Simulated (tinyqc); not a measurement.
What moves the results: sp3s* tight binding. A value that a table varies takes the place of the one given here.

sp3s* tight binding, nearest neighbours only: anion (a) at 0, cation (c) at a/4 (1,1,1), orbitals s, px, py, pz, s* on each; k in units of 2 pi/a. With phases e_j = exp(i (pi/2) k.n_j) for n = (1,1,1), (1,-1,-1), (-1,1,-1), (-1,-1,1): g0 = (e1+e2+e3+e4)/4, g1 = (e1+e2-e3-e4)/4, g2 = (e1-e2+e3-e4)/4, g3 = (e1-e2-e3+e4)/4. The diagonal holds the levels Esa, Epa, Exa (s*) and Esc, Epc, Exc. Anion-cation block: <sa|sc> = Vss g0; <sa|xc> = Vsapc g1; <xa|sc> = -Vscpa g1; <xa|xc> = Vxx g0; <xa|yc> = <ya|xc> = Vxy g3, <xa|zc> = <za|xc> = Vxy g2, <ya|zc> = <za|yc> = Vxy g1; <s*a|xc> = Vxapc g1; <xa|s*c> = -Vpaxc g1; y and z take g2 and g3 in place of g1; s-s* and s*-s* vanish.

Parameters, chosen for this exercise (near a published set for InAs, fitted to gaps, whose masses and valley positions are rough; the results hold for these values, not for the real material): Esa = -9.514 eV (s level of the anion); Epa = 0.912 eV (p level of the anion); Esc = -2.721 eV (s level of the cation); Epc = 3.716 eV (p level of the cation); Exa = 7.407 eV (s* level of the anion); Exc = 6.754 eV (s* level of the cation); Vss = -5.602 eV (s-s); Vxx = 1.844 eV (px-px); Vxy = 4.476 eV (px-py); Vsapc = 3.037 eV (s anion, p cation); Vscpa = 5.449 eV (s cation, p anion); Vxapc = 3.379 eV (s* anion, p cation); Vpaxc = 3.913 eV (p anion, s* cation); eta = 1.8 (scaling exponent); D001 = 1.1 (ratio -ezz/exx).

## What the s* orbital does

The s* couplings Vxapc and Vpaxc are scaled by f; f = 0 is the plain sp3 model. Gaps from the top of the valence band at Gamma; the Delta value is the minimum on (x,0,0), 0.5 <= x <= 1.

Gaps (eV):
```
f      Gamma   Delta       L  x of the minimum
0.00  0.4362  3.3105  2.2531             0.500
0.25  0.4362  3.2391  2.1830             0.500
0.50  0.4362  3.0440  1.9890             0.500
0.75  0.4362  2.7665  1.7073             0.500
0.90  0.4362  2.5706  1.5119             1.000
1.00  0.4362  2.2765  1.3748             1.000
1.10  0.4362  1.9778  1.2341             1.000
```

The gap at Gamma stays, since g1 to g3 vanish there. From f = 0 to 1 the s* levels lower the Delta value by 1.034 eV and L by 0.878 eV. For f = 0, 0.25, 0.5 and 0.75 the least value lies at x = 0.5, the end of the range: any valley further out lies above that value until s* has lowered it enough. The lowest of the three is Gamma at both f = 0 and f = 1.

## Hydrostatic strain (sp3s* tight binding, strained)

Strain e moves each bond vector to d = (1 + e) d0 (no internal displacement for the diagonal strains used here) and k is given in fractions of the strained reciprocal cell, so the phases stay. Two-centre values Vss_sigma = Vss/4, Vsp_sigma = sqrt3 V/4 for each s-p and s*-p pair, Vpp_sigma = (Vxx + 2 Vxy)/4, Vpp_pi = (Vxx - Vxy)/4 are scaled by (d0/d)^eta and combined with the new direction cosines; the levels on the diagonal stay.

exx = eyy = ezz = e. Gaps as measured from the top of the valence band; the deformation potentials are (gap(0.01) - gap(-0.01))/0.06.

Gaps (eV):
```
e       Gamma   Delta       L  x of the minimum
-0.03  0.7917  2.2521  1.5198             1.000
-0.02  0.6692  2.2602  1.4698             1.000
-0.01  0.5507  2.2683  1.4215             1.000
0.00   0.4362  2.2765  1.3748             1.000
0.01   0.3254  2.2847  1.3298             1.000
0.02   0.2182  2.2929  1.2862             1.000
0.03   0.1145  2.2615  1.2442             0.500
```

gap deformation potentials (eV): Gamma -3.756, Delta 0.273, L -1.529

Per unit of volume strain the gaps move by -3.76 (Gamma), +0.27 (Delta) and -1.53 eV (L). The lowest valley stays Gamma over the range. These potentials follow from the one exponent eta, which fitted models replace by one for each integral; with it the sizes are rough, the sign for Delta can be wrong (in Si, Ge and the III-V crystals measured values are small and positive), and the pressures at which valleys cross, and which valley takes over, are rough too. A gap of zero, where one is listed, marks an s level that has sunk below the valence top.

## Biaxial strain splits the top of the valence band (sp3s* tight binding, strained)

No spin-orbit coupling; k = 0; exx = eyy = e, ezz = -D001 e. The four bonds keep equal lengths, and the sums over them give Vxx(e) for px and py and Vzz(e) for pz; each level is the lower root of [[Epa, V], [V, Epc]], and the s level the upper root of the s block. The shear potential b follows from E(x,y) - E(z) = 3 b (exx - ezz), taken as the slope between e = -0.005 and 0.005.

Couplings and levels at Gamma (eV):
```
e           ezz  Vxx(e)  Vzz(e)   E(x,y)     E(z)  E(x,y) - E(z) (meV)  upper s level
-0.020   0.0220  1.7352  2.1199   0.0832  -0.2276                310.8         0.4842
-0.010   0.0110  1.7904  1.9806   0.0400  -0.1126                152.6         0.4593
-0.005   0.0055  1.8174  1.9120   0.0186  -0.0569                 75.6         0.4466
0.005   -0.0055  1.8701  1.7767  -0.0233   0.0508                -74.1         0.4207
0.010   -0.0110  1.8958  1.7101  -0.0439   0.1027               -146.6         0.4076
0.020   -0.0220  1.9459  1.5790  -0.0844   0.2024               -286.8         0.3809
```

b = -2.375 eV

Under tension in the plane (e > 0) the bonds tilt towards the plane, Vxx grows to 1.8958 and Vzz falls to 1.7101 eV at e = 0.01, and the pz state forms the top of the valence band, by 146.6 meV; under compression (e = -0.01) the px, py pair does, by 152.6 meV. The slope gives b = -2.38 eV, a rough value, since on-site strain terms are left out (measured values lie near -2 eV).

## What each parameter does

Gaps from the top of the valence band at Gamma; Delta is the minimum on (x,0,0), 0.5 <= x <= 1. Each row changes one parameter from the base and keeps the others.

Results:
```
case              Ev (eV)  gap Gamma (eV)  gap Delta (eV)  gap L (eV)
base              -0.0024          0.4362          2.2765      1.3748
Exa = 7.707 eV    -0.0024          0.4362          2.3607      1.3949
Vsapc = 2.837 eV  -0.0024          0.4362          2.2094      1.3202
Vxy = 4.176 eV    -0.0024          0.4362          2.2765      1.4934
Epc = 3.916 eV     0.0357          0.3980          2.3708      1.3952
Vpaxc = 3.713 eV  -0.0024          0.4362          2.2765      1.4017
Exc = 6.954 eV    -0.0024          0.4362          2.2765      1.3845
```

The largest shifts from the base row, up to three for each result and ties (the steps differ in size, so this ranks the rows, not the parameters). Ev (eV): Epc +0.0381; unchanged at the printed digits by Exa, Vsapc, Vxy, Vpaxc and Exc. gap Gamma (eV): Epc -0.0381; unchanged at the printed digits by Exa, Vsapc, Vxy, Vpaxc and Exc. gap Delta (eV): Epc +0.0943, Exa +0.0842, Vsapc -0.0671; unchanged at the printed digits by Vxy, Vpaxc and Exc. gap L (eV): Vxy +0.1186, Vsapc -0.0547, Vpaxc +0.0268. Exa, Vsapc, Vxy, Vpaxc and Exc cannot move Ev or the gap at Gamma, whose blocks do not hold them; s parameters never move Ev, and move the gap only where the lowest empty level at Gamma is s-like.

Program tinyqc; command `OMP_NUM_THREADS=1 python tinyqc.py 1450880 1450881 out.jsonl`; about 0.06 s on one thread of a shared Intel(R) Xeon(R) Processor @ 2.30GHz.
